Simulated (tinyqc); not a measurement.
From results back to parameters: static screening by free carriers. Three cases, with inputs chosen for the exercise.

Problem. At zero temperature the gas shows Friedel oscillations of period pi/kF and a Thomas-Fermi length 1/qTF; n and m are hidden.

kF = (3 pi^2 n/Mv)^(1/3), EF = c kF^2/m with c = hbar^2/2m0, n in 1/angstrom^3 (1e-24 per 1/cm^3), e2 = e^2/(4 pi eps0). Thomas-Fermi: qTF^2 = 6 pi e2 n/(eps EF). Debye: qD^2 = 4 pi e2 n/(eps kB T).

Constants: hbar^2/2m0 = 3.80998211 eV angstrom^2; e^2/(4 pi eps0) = 14.39964547 eV angstrom.

Find: kF; n; m.

Method. kF = pi/period and n = Mv kF^3/(3 pi^2); qTF^2 = 2 e2 Mv m kF/(pi eps c) then gives m.

Case 1.

Values chosen (out of a larger set: a free-electron density near that of Al; not measured data): Mv = 1 (valleys); eps = 1 (background dielectric constant).

period = 1.81206 angstrom
1/qTF = 0.489617 angstrom

Solution.

kF = 1.734 1/angstrom
n = 1.76e+23 1/cm^3
m = 1.000 m0

Case 2.

Values chosen (out of a larger set: near those of InP; not measured data): Mv = 1 (valleys); eps = 12.5 (background dielectric constant).

period = 79.2994 angstrom
1/qTF = 41.1880 angstrom

Solution.

kF = 0.03962 1/angstrom
n = 2.10e+18 1/cm^3
m = 0.077 m0

Case 3.

Values chosen (out of a larger set: a free-electron density near that of Na; not measured data): Mv = 1 (valleys); eps = 1 (background dielectric constant).

period = 3.39337 angstrom
1/qTF = 0.670018 angstrom

Solution.

kF = 0.9258 1/angstrom
n = 2.68e+22 1/cm^3
m = 1.000 m0

Computed by tinyqc, one run a case: `OMP_NUM_THREADS=1 python tinyqc.py N N+1 out.jsonl` with N = 1650542, 1650574, 1650604; one thread of a shared Intel(R) Xeon(R) Processor @ 2.30GHz, about 0.01 s a run at most.
